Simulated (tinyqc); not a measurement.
Potential-pH (Pourbaix) lines of a metal, its cation, its oxide and an oxyanion, with a complexing ligand: one step, computed by the program tinyqc.

Potentials are against the standard hydrogen electrode; solids and water have unit activity; dG_f of M, H+ and the electron is zero; F = e N_A and s = R T ln(10)/F. The cation carries z = 2.

Problem. The stable species at (pH, E). M2+ + 2e = M; MO + 2H+ + 2e = M + H2O; MO2(2-) + 4H+ + 2e = M + 2H2O. For each, E0 = -dG/(z F), and E = E0 + (s/z) log10 a - (s n_H/z) pH, with no activity term for the oxide. The metal is stable below the lowest of the three lines; above it, the species of the lowest line is stable. Water lines at 1 bar: hydrogen E = -s pH, oxygen E = -dG_f(water)/(2F) - s pH.

Inputs (values chosen for the exercise, modelled on nickel): dG_f of water = -237.14 kJ/mol; temperature T = 298.15 K; log10 of the dissolved activity a = -5; pH = 12; potential E = 1.1 V.

Species: M, M2+, MO, MO2(2-).

E0 (V): cation -0.2385855, oxide 0.1269105, oxyanion 0.9717539

s = 0.05915935 V

Constants: e = 1.602176634e-19 C; N_A = 6.02214076e+23 1/mol.

Give: lines at this pH; upper limit of immunity; hydrogen line; oxygen line; E above the limit of immunity.

Solution.

lines at this pH (V): cation -0.3865, oxide -0.5830, oxyanion -0.5960

upper limit of immunity = -0.5960 V

hydrogen line = -0.7099 V

oxygen line = 0.5190 V

E above the limit of immunity = 1.696 V

Stable here: the oxyanion (corrosion). The point lies outside the stability range of water. Immunity reaches above the hydrogen line, so without the ligand only oxygen or another oxidant can attack. Caution: other oxidation states, hydroxides and hydrides are left out, and the lines say nothing of rates.
